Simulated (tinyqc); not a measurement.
Inside a calculation: thin-film optics by transfer matrices. Values are carried at full precision from step to step, so a last printed digit may differ when a step is redone from the rounded ones.

Indices N = n + i k. Snell: N0 sin(theta) = N_j sin(theta_j), with Im(N_j cos theta_j) >= 0. Admittance y_j = N_j cos theta_j for s and N_j/cos theta_j for p. Phase delta_j = 2 pi N_j cos theta_j d_j/lambda. Layer matrix [[cos delta, -i sin delta/y], [-i y sin delta, cos delta]], multiplied from the top down to M. (B, C) = M (1, y_sub); r = (y0 B - C)/(y0 B + C), R = |r|^2, T = 4 Re y0 Re y_sub/|y0 B + C|^2, absorbed in the films 1 - R - T.

Inputs chosen for the exercise (indices near those of resist on Al; shifted at random, so the results belong to these values and not to a real crystal):
```
symbol  value           unit     meaning
lam     633             nm       vacuum wavelength
n0      1                        ambient index
n       (1.633, 1.349)           n of resist, substrate
k       (0, 7.264)               k in the same order
d       (197)           nm       thicknesses, top first
theta   75              degrees  angle of incidence
pol     p                        polarisation
```

## Angles, admittances and phases

Form cos theta_j, y_j and delta_j.

cos theta_j: ambient 0.2588, film 1 0.8063, substrate 1.0079+0.0030i

y_j: ambient 3.8637, film 1 2.0253, substrate 1.3601+7.2026i

delta_j (rad): film 1 2.5747

## Layer matrices and their product

Form each matrix and multiply from the top down.

M:
```
          1         2
1   -0.8436  -0.2652i
2  -1.0876i   -0.8436
```

Each matrix has determinant 1, and so has M.

## Reflection and transmission

Close the stack on the substrate.

B, C: 1.0662-0.3606i  -1.1474-7.1635i

r = -0.4109+0.7583i
R = 0.7438
T into the substrate = 0.2562
absorbed in the films = 0.0000

The bare substrate would reflect 0.7345.

## Ellipsometric angles

Ellipsometry: rho = tan(Psi) exp(i Delta) = -conj(r_p/r_s) with the r of the admittance formula, Delta in 0 to 360 degrees, so that a bare dielectric at small angles gives Delta = 180.

Repeat the steps for both polarisations.

r_s = -0.9729+0.1601i
r_p = -0.4109+0.7583i
Psi = 41.18 degrees
Delta = 232.20 degrees

## Checks

- R against the recursion of Airy sums from the substrate up: both 0.74383.

Run: tinyqc, `OMP_NUM_THREADS=1 python tinyqc.py 1681537 1681538 out.jsonl`; Intel(R) Xeon(R) Processor @ 2.30GHz, one thread, shared host; about 0.02 s of CPU time with all checks.
